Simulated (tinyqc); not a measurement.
# Worked calculation: valence-band offset from core levels (Kraut method), with the dipole against the affinity rule

tinyqc, about 0.01 s, one thread, Intel Xeon 2.30GHz (shared host): `OMP_NUM_THREADS=1 python tinyqc.py 2410051 2410052 out.jsonl` Printed values are rounded.

Binding energies are counted downwards from the Fermi level. dEv > 0 means that the valence edge of B lies below that of A, dEc > 0 that the conduction edge of B lies above that of A; dEc + dEv = EgB - EgA. The spectra are made-up values treated as data.

Values chosen for this exercise; gaps and affinities close to those of gallium nitride (A) and aluminium oxide (B): gap of the substrate A EgA = 3.42 eV; gap of the overlayer B EgB = 8.81 eV; electron affinity of A chiA = 4.12 eV; electron affinity of B chiB = 0.98 eV; core level of bare A cA = 43.51 eV; core level of thick B cB = 26.88 eV; valence-band maximum of thick B vB = 2.05 eV; relative permittivity inside the dipole layer ei = 7.7; thickness of the dipole layer dd = 0.29 nm; core level of A under a thin film of B iA = 43.33 eV; core level of B in that thin film iB = 28.85 eV; background counts in the gap bg = 57.

Constants: q = 1.602176634e-19 C, eps0 = 8.8541878128e-14 F/cm where lengths are in cm. Results are converted to the units shown.

## Valence-band maximum of bare A

binding energy, point 0 to 5 (eV): [2.3, 2.42, 2.54, 2.66, 2.78, 2.9]
counts on the leading edge, point 0 to 5: [144, 187, 229, 271, 312, 355]

Fit a straight line to the leading edge by least squares; the maximum vA lies where it meets the background.

slope = 350.4762 counts/eV
intercept = -661.5714 counts
vA = 2.050272 eV

## Offsets

dEv = (iB - iA) - (cB - vB) + (cA - vA), dEc = EgB - EgA - dEv.

cA - vA = 41.45973 eV
cB - vB = 24.83 eV
iB - iA = -14.48 eV
dEv = 2.149728 eV
dEc = 3.240272 eV

The alignment is type I (straddling). Both offsets exceed 1 eV, the usual requirement for a gate dielectric. A rigid shift of all levels, by charging or doping, cancels in the differences.

## Interface dipole

The affinity rule gives dEc(0) = chiA - chiB; the dipole step is D = dEc - dEc(0), and two sheets of opposite charge dd apart hold N = eps0 ei |D|/(q dd).

dEc(0) = 3.14 eV
D = 0.1002717 eV
N = 1.471328e13 cm^-2
field in the dipole layer = 3.457646 MV/cm

N is 0.021 elementary charges for each of about 7e14 surface atoms per cm^2.
